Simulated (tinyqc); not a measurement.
Hubbard chain of 5 sites, step by step. Computed by tinyqc, a small Python program that keeps every step. Settings: hopping = 1.23, U = 4.2, mixing = 1, iteration cap = 77. Command: `OMP_NUM_THREADS=1 python tinyqc.py 26824 26825 out.jsonl` (the two numbers bound the seeds that draw the settings). One thread of a shared host (Intel(R) Xeon(R) Processor @ 2.60GHz), about 0.2 s of CPU time with the checks. Later iterations appear only in the table of the cycle.

## Mean-field iteration 1

one-body matrix (hopping and site energies) (eV), order 1, 2, 3, 4, 5:
```
[[-0.4700, -1.2300, 0.0000, 0.0000, 0.0000],
 [-1.2300, 0.6900, -1.2300, 0.0000, 0.0000],
 [0.0000, -1.2300, 0.0300, -1.2300, 0.0000],
 [0.0000, 0.0000, -1.2300, -0.0500, -1.2300],
 [0.0000, 0.0000, 0.0000, -1.2300, 0.8600]]
```

U = 4.2000 eV

electrons, up and down: [1, 1]

mixing = 1

n(up) at the start (a guess, not normalised): [0.5000, 0.0000, 0.5000, 0.0000, 0.5000]

n(down) at the start (a guess): [0.0000, 0.5000, 0.0000, 0.5000, 0.0000]

H(up) = T + U n(down), H(down) = T + U n(up); fill the lowest levels; n(new) = n + mixing (n(out) - n); E = tr T (rho up + rho down) + U sum n_up n_down of the output.

levels, up (eV): [-1.2605, -0.6296, 0.4344, 2.9536, 3.7621]

levels, down (eV): [-1.1413, -0.2771, 2.0008, 3.0833, 3.6944]

energy = -2.7616 eV

n(up) after iteration 1: [0.3296, 0.1362, 0.4110, 0.0922, 0.0310]

n(down) after iteration 1: [0.0343, 0.1742, 0.1903, 0.5516, 0.0496]

## Mean-field iteration 2

As before.

levels, up (eV): [-1.2335, -0.2789, 0.7079, 2.4377, 3.6269]

levels, down (eV): [-1.1371, -0.2977, 1.2106, 2.0997, 3.3844]

energy = -3.1029 eV

n(up) after iteration 2: [0.5048, 0.2749, 0.1776, 0.0332, 0.0095]

n(down) after iteration 2: [0.0378, 0.1051, 0.1919, 0.4985, 0.1667]

## Convergence

Each step fills the lowest levels of T + U n(other spin) and sets n(new) = n + mixing (n(out) - n); stop when output and input agree to 1e-8.

Course of the cycle:
```
iteration     E (eV)  largest |n(out) - n(in)|  mean |n_up - n_down|
1          -2.761599                  4.69e-01                0.2064
2          -3.102924                  2.33e-01                0.2547
3          -3.187359                  8.44e-02                0.2872
4          -3.207032                  6.87e-02                0.3226
5          -3.211524                  3.64e-02                0.3234
6          -3.212546                  1.66e-02                0.3295
7          -3.212792                  9.46e-03                0.3291
8          -3.212850                  4.09e-03                0.3304
9          -3.212864                  2.24e-03                0.3303
10         -3.212867                  9.73e-04                0.3306
11         -3.212868                  5.21e-04                0.3305
...              ...                       ...                   ...
16         -3.212868                  1.23e-05                0.3306
17         -3.212868                  6.53e-06                0.3306
18         -3.212868                  2.87e-06                0.3306
19         -3.212868                  1.52e-06                0.3306
20         -3.212868                  6.66e-07                0.3306
21         -3.212868                  3.52e-07                0.3306
22         -3.212868                  1.55e-07                0.3306
23         -3.212868                  8.18e-08                0.3306
24         -3.212868                  3.59e-08                0.3306
25         -3.212868                  1.90e-08                0.3306
26         -3.212868                  8.34e-09                0.3306
```

local moments n_up - n_down: [0.5471, 0.2794, -0.2192, -0.4841, -0.1233]

Converged in 26 iterations. Before convergence this energy mixes input and output and is not variational, so it may rise towards its limit.

## Exact diagonalisation (25 states)

Lowest levels of the sector, and the double occupancy of the lowest state.

lowest levels (eV): [-3.4249, -3.1098, -2.3462, -1.8156, -1.5616, -0.9797]

double occupancy per site = 0.0105

The mean-field solution above lies 0.2121 eV above the exact energy.

## The lowest level by Lanczos steps

From a random start vector (not printed): a_j = <q_j|H|q_j>, b_j = norm of the remainder after orthogonalising; the Ritz value is the lowest eigenvalue of the tridiagonal matrix of a and b so far.

Lanczos:
```
j   a_j (eV)  b_j (eV)  lowest Ritz value (eV)
1     0.6544    3.4268                0.654404
2     2.2952    2.7587               -2.048832
3     2.3908    2.5945               -2.700223
4     0.2951    2.3135               -3.065475
5     0.7923    1.7138               -3.333168
6     1.9107    2.9297               -3.390246
7     3.0288    2.7741               -3.413526
8     2.0783    1.6552               -3.423516
9     2.9317    1.8666               -3.424765
10    2.1086    1.7736               -3.424921
```
